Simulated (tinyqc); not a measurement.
Worked calculation: Wannier functions of a composite (isolated) pair of valence bands (bonds of an sp chain). Values are carried at full precision from step to step, so a last printed digit may differ when a step is redone from the rounded ones.

Each atom has a hybrid pointing left (<) and right (>). H(k): diagonal +V3 on A, -V3 on B; <A<|A>> = -V1a, <B<|B>> = -V1b, <A>|B<> = -V2, <B>|A<> = -V2p exp(ik); k in 1/a, Bloch sums with exp(ikR). The two lowest bands are filled. Trial functions in cell 0: g1 = cos(c) A> + sin(c) B<, and g2 = sin(c) B> + cos(c) A< of cell 1, whose Bloch vector has cos(c) exp(-ik) on A<. Projection A_mn = <psi_m|g_n>, S = A^+ A, Loewdin U = A S^(-1/2), Bloch-like states w_n = sum_m psi_m U_mn, H_W(k) = U^+ diag(E) U. P = sum_m |psi_m><psi_m| is free of phase choices, and S = g^+ P g, w = P g S^(-1/2).

Values chosen for the exercise:
- V2 = 2.65 eV (coupling in the bond A-B inside the cell)
- V2p = 4.8 eV (coupling in the bond to the next cell)
- V1a = 1.21 eV (coupling of the two hybrids on A)
- V1b = 1.54 eV (the same on B)
- V3 = 0 eV (A at +V3, B at -V3)
- j = 1 (mesh point, k = 2 pi j/N)
- N = 5 (k points)
- c = 45 degrees (trial bonds cos(c) on A, sin(c) on B)
- xb = 0.59 a (position of B (A at 0))

## H at one mesh point

Fill in the matrix.

H(k) (eV), lower triangle (Hermitian):
```
                 A<       A>       B<  B>
A<                0
A>          -1.2100        0
B<                0  -2.6500        0
B>  -1.4833-4.5651i        0  -1.5400   0
```

## Levels and the projector on the filled bands

Diagonalise; P = sum over the two lowest states of |psi><psi|.

levels (eV): -5.3515  -2.2933  2.2933  5.3515

P, lower triangle (Hermitian):
```
                A<              A>              B<      B>
A<          0.5000
A>  0.0622-0.0993i          0.5000
B<               0  0.4840-0.0453i          0.5000
B>  0.1262+0.4694i               0  0.0874-0.0780i  0.5000
```

The filled states put 2.000 electrons on A and 2.000 on B at this k.

## Loewdin orthogonalisation

The trial vectors are the columns g1 = (0, cos c, sin c, 0), g2 = (cos c exp(-ik), 0, 0, sin c), k = 2 pi j/N. Form S = g^+ P g, its eigenvalues, S^(-1/2), and w = P g S^(-1/2).

S:
```
                1               2
1          0.9840  0.0061-0.0059i
2  0.0061+0.0059i          0.9854
```

eigenvalues of S: 0.9762  0.9932

S^(-1/2):
```
                 1                2
1           1.0081  -0.0031+0.0030i
2  -0.0031-0.0030i           1.0074
```

w:
```
                 1                2
A<  0.0417+0.0723i   0.1996-0.6732i
A>  0.7014+0.0327i  -0.0558-0.0620i
B<  0.7014-0.0327i   0.0602+0.0578i
B>  0.0602-0.0578i   0.7019+0.0182i
```

The combinations of the trial bonds that diagonalise S lie 97.6 to 99.3 % inside the filled space; an eigenvalue near zero would mark a poor choice.

## The Hamiltonian in the new basis

H_W = w^+ H w; its eigenvalues must be the two filled levels.

H_W(k) (eV):
```
               1              2
1         -2.747  -0.936+0.554i
2  -0.936-0.554i         -4.897
```

eigenvalues (eV): -5.352  -2.293

## Hoppings between the Wannier functions

H_mn(R) = (1/N) sum_k exp(-ikR) H_W,mn(k), the coupling of function m in cell 0 to function n in cell R.

H(R) (eV):
```
R        11       12       21       22
-2   0.0029  -0.0104  -0.0015   0.0029
-1   0.0603  -0.5907  -0.0137   0.0603
0   -2.7801  -0.7587  -0.7587  -4.9300
1    0.0603  -0.0137  -0.5907   0.0603
2    0.0029  -0.0015  -0.0104   0.0029
```

The bond levels are -2.780 and -4.930 eV, against -sqrt(V2^2 + V3^2) = -2.650 and -4.800 for isolated bonds. Neighbouring bonds couple by -0.759 eV through B; the bond-orbital estimate is -V1b (1 + ap)/2 = -0.770 with the mean V2 in ap = V3/sqrt(V2^2 + V3^2).

## The functions in real space

w_n(R) = (1/N) sum_k exp(ikR) w_n(k); point-like hybrids at R (A) and R + xb (B) give centres and spreads.

Function 1:
```
R        A<       A>       B<       B>
-2  -0.0003   0.0017  -0.0007  -0.0038
-1   0.0018   0.0191  -0.0138  -0.0563
0    0.0591   0.7006   0.7006   0.0737
1   -0.0714  -0.0138   0.0191   0.0023
2   -0.0048  -0.0007   0.0017  -0.0002
```

centres (a): 1 0.2970, 2 0.7930

spreads (a^2): 1 0.0919, 2 0.0475

Function 1 has 98.2 % of its weight on the two hybrids of its bond. Its centre lies +0.0020 a from the middle of the bond.

## Checks

- Eigenvalues of H_W against the filled levels: they agree to 1e-10 or better.
- W^+ w against the unit matrix: they agree to 1e-10 or better.

(tinyqc, `OMP_NUM_THREADS=1 python tinyqc.py 1481889 1481890 out.jsonl`, Intel(R) Xeon(R) Processor @ 2.30GHz, 1 thread, shared host, about 0.2 s.)
